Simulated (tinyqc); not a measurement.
# Six-transistor SRAM cell, nodal equations and margins: effect of the gain factor of the pull-down transistor

Two cross-coupled inverters (pull-down bn, pull-up bp) hold the nodes Q and QB; access transistors (ba, threshold VTn, gate on the word line at Vdd when selected) join them to the bit lines. Transistor (EKV form, voltages against the body): I = 2 n b Vt^2 [F(vp - Vs) - F(vp - Vd)] from drain to source, F(v) = ln^2(1 + exp(v/(2 Vt))), vp = (Vg - VT + sg |Vd - Vs|)/n. n-channel bodies are at 0; for the p-channel device all voltages are counted down from Vdd. b in uA/V^2 gives I in uA. For an access transistor the bit line is the drain and the node the source. In a read both bit lines are at Vdd. The cell is symmetric (no mismatch).

f(x) is the node voltage of one half-cell for input x: In = Ip in hold, In = Ip + Ia in a read. Static noise margin: side of the largest square between the curve (x, f(x)) and its mirror image (f(y), y); with h(c) the root x of f(x) - x = c, it is the maximum over c > 0 of h(c) - h(-c) + c. Q is the low node in a read and Iread the current of its access transistor. The write trip is the voltage to which the bit line of the high node must fall (the other staying at Vdd) for that state to vanish; higher is easier, and a negative value means that a grounded bit line does not write.

Parameters, values chosen for the exercise:
```
symbol,value,unit,meaning
T,300,K,temperature
Vdd,0.7,V,supply voltage
n,1.1,,slope factor
sg,0.103,,drain-induced barrier lowering
VTn,0.31,V,n-channel threshold
VTp,0.29,V,p-channel threshold (magnitude)
ba,170,uA/V^2,gain factor of the access transistor
bp,88,uA/V^2,gain factor of the pull-up transistor
```

Constants: q = 1.602176634e-19 C, kB = 1.380649e-23 J/K, Vt = kB T/q. Results are converted to the units shown.

Result of one run:
```
bn (uA/V^2),hold margin (mV),read margin (mV),Q in a read (mV),Iread (uA),write trip (mV)
650,249.3,151.0,51.87,12.35,182.4
```

What becomes of these results when the gain factor of the pull-down transistor bn is changed from 650 to 280 uA/V^2, all else the same?

Result of the changed run:
```
bn (uA/V^2),hold margin (mV),read margin (mV),Q in a read (mV),Iread (uA),write trip (mV)
280,257.7,125.4,95.88,9.298,216.0
```

The whole series:
```
bn (uA/V^2),hold margin (mV),read margin (mV),Q in a read (mV),Iread (uA),write trip (mV)
160,260.4,107.6,133.6,7.034,239.6
210,259.4,116.2,114.6,8.131,228.1
280,257.7,125.4,95.88,9.298,216.0
370,255.5,134.3,79.37,10.39,204.5
490,252.7,142.9,64.64,11.42,193.3
650,249.3,151.0,51.87,12.35,182.4
```

As bn goes from 160 to 650 uA/V^2, the read margin rises from 108 to 151 mV, the write trip falls from 240 to 182 mV and Iread rises from 7.03 to 12.3 uA. The read margin is 0.41 of the hold margin in the first row and 0.61 in the last. Read stability and write ability pull in opposite directions.

Numbers from tinyqc (`OMP_NUM_THREADS=1 python tinyqc.py 2340173 2340174 out.jsonl`; about 0.2 s on one thread of a shared Intel Xeon 2.30GHz).
